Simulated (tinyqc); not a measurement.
Vacuum evaporation: vapour pressure, source flux, thickness distribution, purity and step coverage: one step, computed by the program tinyqc.

Molecular flow, unit sticking of the metal, no re-evaporation. The background gas is taken as water vapour (18.015 g/mol, collision diameter 0.37 nm) at 300 K.

Question. Scattering and purity. Mean free path lambda = k_B T_g/(sqrt2 pi d^2 p); unscattered share exp(-h/lambda); gas arrival p/sqrt(2 pi m_g k_B T_g); impurity ratio = sticking x gas arrival/metal arrival; monolayer time = 1e15 cm^-2/(sticking x gas arrival).

Inputs (values chosen for the exercise, modelled on silver, with constants for the liquid): source temperature T = 1240 K; source-to-wafer distance h = 47 cm; background pressure p = 2e-08 Pa; sticking of background gas = 0.7.

arrival rate at the centre = 2.080288e+13 1/(cm^2 s)

Constants: k_B = 1.380649e-23 J/K; u = 1.6605390666e-27 kg.

Give: mean free path; unscattered share; gas arrival rate; impurity ratio; monolayer time.

Answer.

mean free path = 3.4049e+05 m

unscattered share = 1.00000

gas arrival rate = 7.1680e+10 1/(cm^2 s)

impurity ratio = 0.0024120

monolayer time = 19930 s
